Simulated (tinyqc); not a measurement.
# Effect of surface-potential fluctuations

The band bending varies over the area as a Gaussian of deviation ss (in units of Vt), so Gp/w = q Dit times the Gaussian mean of ln(1 + y^2)/(2 y), y = x exp(-u), u of deviation ss, x = w tau at the mean bending. Listed: the x of the peak, its height over q Dit, the Dit that the rule Gp/w = 0.40237 q Dit would give, and Gp/w at five times the peak frequency over the peak.

Parameters, values chosen for the exercise:

| symbol | value | unit | meaning |
|---|---|---|---|
| Dit | 1.1e12 | cm^-2 eV^-1 | interface trap density |

Constants: q = 1.602176634e-19 C. Results are converted to the units shown.

Results:

| ss | x at the peak | height/(q Dit) | peak Gp/w (nF/cm^2) | apparent Dit (cm^-2 eV^-1) | ratio at 5 f_peak |
|---|---|---|---|---|---|
| 0 | 1.980 | 0.4024 | 70.91 | 1.100e12 | 0.5767 |
| 0.43 | 2.055 | 0.3826 | 67.43 | 1.046e12 | 0.6012 |
| 0.86 | 2.183 | 0.3405 | 60.01 | 9.309e11 | 0.6646 |
| 1.29 | 2.294 | 0.2967 | 52.29 | 8.111e11 | 0.7356 |
| 2.14 | 2.445 | 0.2273 | 40.06 | 6.214e11 | 0.8391 |
| 2.57 | 2.496 | 0.2011 | 35.45 | 5.499e11 | 0.8727 |
| 3 | 2.535 | 0.1797 | 31.67 | 4.912e11 | 0.8976 |

Estimate the missing row, ss = 1.71.

Computed row:

| ss | x at the peak | height/(q Dit) | peak Gp/w (nF/cm^2) | apparent Dit (cm^-2 eV^-1) | ratio at 5 f_peak |
|---|---|---|---|---|---|
| 1.71 | 2.379 | 0.2592 | 45.68 | 7.086e11 | 0.7938 |

With this row back in the table: The height falls from 0.402 to 0.180 and the ratio at five times the peak frequency rises from 0.577 to 0.898: the peak grows lower and wider, as patches with different time constants add. The uncorrected rule understates Dit by a factor of 2.24 in the last row; the width ratio gives ss and so the correction.

Program tinyqc, `OMP_NUM_THREADS=1 python tinyqc.py 2030099 2030100 out.jsonl`; Intel Xeon 2.30GHz, shared host, one thread, about 0.01 s.
